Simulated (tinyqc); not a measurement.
Inside a calculation. Method: empirical pseudopotential in a few plane waves. Computed by tinyqc, a small Python program that keeps every step. Settings: plane-wave index or count = 15. Command: `OMP_NUM_THREADS=1 python tinyqc.py 22110 22111 out.jsonl` (the two numbers bound the seeds that draw the settings). One thread of a shared host (Intel(R) Xeon(R) Processor @ 2.60GHz), about 0.2 s of CPU time with the checks.

## Bloch Hamiltonian at k

Parameters chosen for this model: fcc lattice, atoms at +/- a/8 (1,1,1); form factors in rydberg at |G|^2 in units of (2 pi/a)^2:
```
parameter                 value      unit
a                      5.370000  angstrom
VS(3)                 -0.241000        Ry
VS(8)                 -0.007000        Ry
VS(11)                 0.031000        Ry
VA(3)                         0        Ry
VA(4)                         0        Ry
VA(11)                        0        Ry
hbar^2/2m (2 pi/a)^2   5.215958        eV
```

k point k (2 pi / a): [-0.180000, 0.140000, 0.110000]

Basis: the 15 shortest G (labels in 2 pi/a), the same at every k. H(G,G') = c |k + G|^2 delta + VS(|G-G'|^2) cos((G-G').tau) + i VA sin((G-G').tau), tau = a/8 (1,1,1); 1 Ry = 13.605693 eV.

H(k) at k (eV), order +0+0+0, -1-1-1, -1-1+1, -1+1-1, -1+1+1, +1-1-1, +1-1+1, +1+1-1, +1+1+1, -2+0+0, +0-2+0, +0+0-2, +0+0+2, +0+2+0, +2+0+0:
```
[[0.334343, 2.318583, -2.318583, -2.318583, -2.318583, -2.318583, -2.318583, -2.318583, 2.318583, 0.000000, 0.000000, 0.000000, 0.000000, 0.000000, 0.000000],
 [2.318583, 15.251983, 0.000000, 0.000000, 0.095240, 0.000000, 0.095240, 0.095240, 0.000000, -2.318583, -2.318583, -2.318583, -0.298241, -0.298241, -0.298241],
 [-2.318583, 0.000000, 17.547004, -0.095240, 0.000000, -0.095240, 0.000000, 0.000000, 0.095240, -2.318583, -2.318583, 0.298241, 2.318583, -0.298241, -0.298241],
 [-2.318583, 0.000000, -0.095240, 18.172919, 0.000000, -0.095240, 0.000000, 0.000000, 0.095240, -2.318583, 0.298241, -2.318583, -0.298241, 2.318583, -0.298241],
 [-2.318583, 0.095240, 0.000000, 0.000000, 20.467941, 0.000000, -0.095240, -0.095240, 0.000000, 2.318583, -0.298241, -0.298241, -2.318583, -2.318583, 0.298241],
 [-2.318583, 0.000000, -0.095240, -0.095240, 0.000000, 11.496493, 0.000000, 0.000000, 0.095240, 0.298241, -2.318583, -2.318583, -0.298241, -0.298241, 2.318583],
 [-2.318583, 0.095240, 0.000000, 0.000000, -0.095240, 0.000000, 13.791515, -0.095240, 0.000000, -0.298241, 2.318583, -0.298241, -2.318583, 0.298241, -2.318583],
 [-2.318583, 0.095240, 0.000000, 0.000000, -0.095240, 0.000000, -0.095240, 14.417430, 0.000000, -0.298241, -0.298241, 2.318583, 0.298241, -2.318583, -2.318583],
 [2.318583, 0.000000, 0.095240, 0.095240, 0.000000, 0.095240, 0.000000, 0.000000, 16.712451, -0.298241, -0.298241, -0.298241, -2.318583, -2.318583, -2.318583],
 [0.000000, -2.318583, -2.318583, -2.318583, 2.318583, 0.298241, -0.298241, -0.298241, -0.298241, 24.953665, -0.095240, -0.095240, 0.095240, 0.095240, 0.000000],
 [0.000000, -2.318583, -2.318583, 0.298241, -0.298241, -2.318583, 2.318583, -0.298241, -0.298241, -0.095240, 18.277239, -0.095240, 0.095240, 0.000000, 0.095240],
 [0.000000, -2.318583, 0.298241, -2.318583, -0.298241, -2.318583, -0.298241, 2.318583, -0.298241, -0.095240, -0.095240, 18.903154, 0.000000, 0.095240, 0.095240],
 [0.000000, -0.298241, 2.318583, -0.298241, -2.318583, -0.298241, -2.318583, 0.298241, -2.318583, 0.095240, 0.095240, 0.000000, 23.493197, -0.095240, -0.095240],
 [0.000000, -0.298241, -0.298241, 2.318583, -2.318583, -0.298241, 0.298241, -2.318583, -2.318583, 0.095240, 0.000000, 0.095240, -0.095240, 24.119112, -0.095240],
 [0.000000, -0.298241, -0.298241, -0.298241, 0.298241, 2.318583, -2.318583, -2.318583, -2.318583, 0.000000, 0.095240, 0.095240, -0.095240, -0.095240, 17.442685]]
```

## Levels at k

Diagonalise the Hermitian matrix.

eigenvalues (eV): [-2.132398, 8.535686, 11.896671, 12.134267, 13.053482, 15.803019, 16.354421, 16.631472, 19.843213, 20.018224, 20.543939, 22.589209, 25.654128, 26.210814, 28.244984]

## Bands along a path

The same steps at evenly spaced points between the labelled ones.

Bands along the path (eV), lowest eight:
```
k            band 1     band 2     band 3     band 4     band 5     band 6     band 7     band 8
L          0.161424   3.474531  11.345853  11.345853  11.748171  16.573832  16.573832  19.318936
L-G 0.25  -0.666973   4.604940  11.396203  11.396203  11.870863  16.598447  16.598447  19.542465
L-G 0.50  -1.596461   6.612243  11.709889  11.709889  12.355758  16.720821  16.720821  17.859145
L-G 0.75  -2.208979   8.904285  12.188647  12.188647  12.879739  15.940473  16.203195  16.203195
G         -2.418704  10.470210  12.477109  12.477109  12.477109  15.743114  15.743114  15.743114
G-X 0.25  -2.138175   8.726021  11.655307  11.655307  14.188888  14.471404  16.984634  16.984634
G-X 0.50  -1.304369   6.416971  10.523969  10.523969  13.203018  14.668377  18.671458  19.328168
G-X 0.75   0.057479   4.227750   9.812802   9.812802  12.623207  13.125328  21.270934  21.990866
X          1.899740   2.259299   9.659788   9.659788  12.152204  12.832751  24.377231  24.916331
```

With 4 band(s) filled, the highest filled level on these points lies at G and the lowest empty one at L: the bands touch or overlap, so there is no gap. This holds for the small fixed basis; with all plane waves up to |k + G|^2 = 21 (2 pi/a)^2 the gap along the path is -0.94 eV.

## Convergence with the number of plane waves

Levels at G counted from the fourth one.

Levels (eV):
```
plane waves     level 1   level 5   level 8
9            -18.161818  0.000000         0
15           -14.895813         0  3.266005
27           -14.550579         0  2.875525
51           -14.394954         0  3.022783
59           -14.352185         0  2.959924
65           -14.354491         0  2.956649
89           -14.350342         0  2.953002
```
